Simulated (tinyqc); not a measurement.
## Trap density from the barrier height

Inverse problem. In a partly depleted grain with all boundary traps filled, 2 N W = Qt and VB = q N W^2/(2 eps0 eps_r). Find Qt, W and the doping at which VB would equal Vt.

Inputs (values chosen for the exercise):

| symbol | value | unit | meaning |
|---|---|---|---|
| T | 300 | K | temperature |
| eps_r | 11.7 |  | relative permittivity |

Constants: q = 1.602176634e-19 C, kB = 1.380649e-23 J/K, Vt = kB T/q, eps0 = 8.8541878128e-14 F/cm where lengths are in cm. Results are converted to the units shown.

doping = 5.3e17 cm^-3
barrier height = 0.13167919 V

Solution. Eliminating W gives VB = q Qt^2/(8 eps0 eps_r N), which falls as 1/N.

Qt = 1.90e12 cm^-2
W = 17.9 nm
doping for VB = Vt = 2.70e18 cm^-3

tinyqc, about 0.01 s, one thread, Intel Xeon 2.30GHz (shared host): `OMP_NUM_THREADS=1 python tinyqc.py 2830117 2830118 out.jsonl`
